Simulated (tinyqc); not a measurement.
Worked calculation: short-period [001] superlattice in sp3s* tight binding. Values are carried at full precision from step to step, so a last printed digit may differ when a step is redone from the rounded ones.

sp3s* tight binding, nearest neighbours only: anion (a) at 0, cation (c) at a/4 (1,1,1), orbitals s, px, py, pz, s* on each; k in units of 2 pi/a. With phases e_j = exp(i (pi/2) k.n_j) for n = (1,1,1), (1,-1,-1), (-1,1,-1), (-1,-1,1): g0 = (e1+e2+e3+e4)/4, g1 = (e1+e2-e3-e4)/4, g2 = (e1-e2+e3-e4)/4, g3 = (e1-e2-e3+e4)/4. The diagonal holds the levels Esa, Epa, Exa (s*) and Esc, Epc, Exc. Anion-cation block: <sa|sc> = Vss g0; <sa|xc> = Vsapc g1; <xa|sc> = -Vscpa g1; <xa|xc> = Vxx g0; <xa|yc> = <ya|xc> = Vxy g3, <xa|zc> = <za|xc> = Vxy g2, <ya|zc> = <za|yc> = Vxy g1; <s*a|xc> = Vxapc g1; <xa|s*c> = -Vpaxc g1; y and z take g2 and g3 in place of g1; s-s* and s*-s* vanish.

Parameters, chosen for this exercise (A near a published set for GaAs, B for AlAs; the results hold for these values, not for the real material): pA = (-8.348, 1.042, -2.654, 3.68, 8.569, 6.758, -6.443, 1.959, 5.077, 4.473, 5.781, 4.834, 4.815) eV (order Esa, Epa, Esc, Epc, Exa, Exc, Vss, Vxx, Vxy, Vsapc, Vscpa, Vxapc, Vpaxc); pB = (-7.546, 0.982, -1.161, 3.592, 7.464, 6.725, -6.668, 1.877, 4.3, 5.105, 5.513, 4.511, 4.995) eV (the same for B); dEv = 0.47 eV (valence offset: Ev(B) lies this far below Ev(A)); n = 2 (monolayers of A); m = 1 (monolayers of B).

## Band line-up of the two bulk crystals

Edges on the common scale: Ev, the conduction level at Gamma, the minimum on (kx,0,0) for kx from 0.5 to 1, and the level at X.

Edges (eV):
```
crystal,Ev,Gamma,Delta minimum,X
A,0.0000,1.5436,2.0332,2.0332
B,-0.4700,2.5684,1.7989,1.8282
```

For Gamma electrons A is the well, 1.025 eV deep; for X electrons B is, 0.205 eV deep; holes sit in A.

## Shifted levels

Planes alternate anion, cation along [001], a/4 apart; at zero in-plane momentum s, pz, s* form one block. All levels of A are shifted so that its Ev (lower root of [[Epa, Vxx], [Vxx, Epc]]) is 0, and those of B so that its Ev is -dEv. A monolayer is an anion plane and the cation plane above it; an anion between unlike cations takes the mean of the two anion levels; each bond takes the couplings of its cation. Block from an anion to the cation above: U with Vss/2 (s,s), Vsapc/2 (s,z), -Vscpa/2 (z,s), Vxx/2 (z,z), Vxapc/2 (s*,z), -Vpaxc/2 (z,s*); to the cation below: the same with the s-z and s*-z signs reversed. The cell of n + m monolayers is closed with the phase exp(2 pi i q). No spin-orbit coupling. In this block 2 (n + m) levels are filled.

Parameters in the order Esa, Epa, Esc, Epc, Exa, Exc, Vss, Vxx, Vxy, Vsapc, Vscpa, Vxapc, Vpaxc. Find Ev of each set and shift the levels.

Ev before the shift (eV): A -0.0007, B 0.0009

Levels (eV):
```
plane,s,p,s*
anion A,-8.3473,1.0427,8.5697
cation A,-2.6533,3.6807,6.7587
anion B,-8.0169,0.5111,6.9931
cation B,-1.6319,3.1211,6.2541
interface anion,-8.1821,0.7769,7.7814
```

## The matrix for n = 2, m = 1 at q = 0

Planes in the order a1, c1, a2, c2, ...; the A cations come first.

H (eV):
```
,sa1,za1,*a1,sc1,zc1,*c1,sa2,za2,*a2,sc2,zc2,*c2,sa3,za3,*a3,sc3,zc3,*c3
sa1,-8.182,0,0,-3.221,2.236,0,0,0,0,0,0,0,0,0,0,-3.334,-2.553,0
za1,0,0.777,0,-2.890,0.980,-2.408,0,0,0,0,0,0,0,0,0,2.756,0.939,2.498
*a1,0,0,7.781,0,2.417,0,0,0,0,0,0,0,0,0,0,0,-2.256,0
sc1,-3.221,-2.890,0,-2.653,0,0,-3.221,2.890,0,0,0,0,0,0,0,0,0,0
zc1,2.236,0.980,2.417,0,3.681,0,-2.236,0.980,-2.417,0,0,0,0,0,0,0,0,0
*c1,0,-2.408,0,0,0,6.759,0,2.408,0,0,0,0,0,0,0,0,0,0
sa2,0,0,0,-3.221,-2.236,0,-8.347,0,0,-3.221,2.236,0,0,0,0,0,0,0
za2,0,0,0,2.890,0.980,2.408,0,1.043,0,-2.890,0.980,-2.408,0,0,0,0,0,0
*a2,0,0,0,0,-2.417,0,0,0,8.570,0,2.417,0,0,0,0,0,0,0
sc2,0,0,0,0,0,0,-3.221,-2.890,0,-2.653,0,0,-3.221,2.890,0,0,0,0
zc2,0,0,0,0,0,0,2.236,0.980,2.417,0,3.681,0,-2.236,0.980,-2.417,0,0,0
*c2,0,0,0,0,0,0,0,-2.408,0,0,0,6.759,0,2.408,0,0,0,0
sa3,0,0,0,0,0,0,0,0,0,-3.221,-2.236,0,-8.182,0,0,-3.334,2.553,0
za3,0,0,0,0,0,0,0,0,0,2.890,0.980,2.408,0,0.777,0,-2.756,0.939,-2.498
*a3,0,0,0,0,0,0,0,0,0,0,-2.417,0,0,0,7.781,0,2.256,0
sc3,-3.334,2.756,0,0,0,0,0,0,0,0,0,0,-3.334,-2.756,0,-1.632,0,0
zc3,-2.553,0.939,-2.256,0,0,0,0,0,0,0,0,0,2.553,0.939,2.256,0,3.121,0
*c3,0,2.498,0,0,0,0,0,0,0,0,0,0,0,-2.498,0,0,0,6.254
```

## Levels of the small cell

Diagonalise (s, pz, s* block of a cell with n = 2, m = 1; px and py are apart). The lowest 6 levels are filled. Give the share of the cation weight of the lowest empty level that lies on the A cations, c1 and c2.

levels (eV): -12.445  -11.076  -10.891  -5.814  -5.488  -0.154  1.806  2.207  2.230  2.715  2.809  4.519  6.590  8.019  9.311  9.466  10.463  11.066

share on A cations = 0.833

The lowest empty level is number 7, at 1.806 eV.

## Checks

- Cell of two equal monolayers against the bulk levels at Gamma and X: they agree to 1e-10 or better.

Run: tinyqc, `OMP_NUM_THREADS=1 python tinyqc.py 1480579 1480580 out.jsonl`; Intel(R) Xeon(R) Processor @ 2.30GHz, one thread, shared host; about 0.4 s of CPU time with all checks.
